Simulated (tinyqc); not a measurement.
Worked calculation: Stoner model of a band magnet at zero temperature. Computed by tinyqc, a small Python program that keeps every step. Command: `OMP_NUM_THREADS=1 python tinyqc.py 3026357 3026358 out.jsonl stoner walk`. One thread of a shared host (Intel(R) Xeon(R) Processor @ 2.30GHz), about 0.01 s of CPU time with the checks. Intermediate numbers are printed to about 6 digits and carried at full precision; extremes and crossings named in words are read from the listed rows.

Five orbitals per spin share one band; u = (E - E_bottom)/W runs from 0 to 1, and the states per spin, atom and energy are g = 5 d(u)/W with d = (8/pi) sqrt(u (1 - u)). N(u) is the integral of d from 0. The moment m = n_up - n_down (electrons per atom) moves the fillings to n +/- m/10; the energy is E(m) = E_band(m) - I m^2/4.

Inputs (values chosen for the exercise, for a model d band):
```
quantity                    value  unit
band width W                  2.3    eV
filling n per spin orbital   0.73     -
Stoner parameter I          0.301    eV
field B                        10     T
start moment m0              0.89  mu_B
largest number of steps       600     -
```

Density of states: semi-elliptic.

Constants: mu_B = 5.7883818060e-05 eV/T.

## The paramagnetic state

Solve N(u_F) = n; g_F = 5 d(u_F)/W; the Stoner product is I g_F.

u_F = 0.684950

g_F = 2.57159 1/eV

Stoner product I g_F = 0.774048

I g_F < 1: the paramagnet is locally stable.

## Exchange-enhanced response

The susceptibility is enhanced by 1/(1 - I g_F), and a field B induces m = 2 mu_B B g_F/(1 - I g_F).

enhancement = 4.42572

induced moment = 0.0131757 mu_B

## Fixed-moment scan

For a moment m the Fermi levels of the two spins lie W [u(n + m/10) - u(n - m/10)] =: Delta apart; gbar = m/Delta is the mean density of states between them. A solution has I gbar = 1, is stable where gbar falls with m, or sits at saturation m_max = 10 min(n, 1 - n) if I gbar > 1 there. E_band(m) = 5 W [e(n + m/10) + e(n - m/10) - 2 e(n)], e = integral of u d(u) up to the Fermi level.

Against the moment:
```
m (mu_B)  Delta (eV)    I gbar  E(m) - E(0) (meV)
0.135        0.05251  0.773921              0.400
0.405        0.15773  0.772895              3.615
0.810        0.31691  0.769337             14.605
1.215        0.47929  0.763034             33.434
1.620        0.64736  0.753242             60.983
2.025        0.82562  0.738261             98.805
2.430        1.02611  0.712818            149.932
2.700        1.22230  0.664892            195.526
```

I gbar runs between 0.665 and 0.774; the energy falls with m where it exceeds 1 and rises where it is below. The lowest row is m = 0.14, and no row lies below the paramagnet.

## Self-consistent moment

Split the bands by Delta = I m, find the common Fermi level that keeps 10 n electrons, and read m(out) = 5 [N(u + Delta/(2W)) - N(u - Delta/(2W))], N clipped to 0 and 1. Start from m0 (at most 0.9 m_max, m_max = 10 min(n, 1 - n)); stop when m changes by less than 1e-8; moments under 1e-5 count as 0.

Iteration:
```
step  m in (mu_B)   Delta (eV)  m out (mu_B)
1     8.90000e-01  2.67890e-01   6.85920e-01
2     6.85920e-01  2.06462e-01   5.29576e-01
3     5.29576e-01  1.59402e-01   4.09294e-01
4     4.09294e-01  1.23197e-01   3.16525e-01
5     3.16525e-01  9.52742e-02   2.44873e-01
...           ...          ...           ...
63    1.11778e-07  3.36451e-08   8.65214e-08
64    8.65214e-08  2.60429e-08   6.69717e-08
65    6.69717e-08  2.01585e-08   5.18393e-08
66    5.18393e-08  1.56036e-08   4.01261e-08
67    4.01261e-08  1.20780e-08   3.10595e-08
```

moment m = 0 mu_B

last change of m = 9.06657e-09

The moment dies away, once small by the factor I g_F a step.

Checks made by the program: N(u_F) against quadrature of d (relative difference below 1e-10).
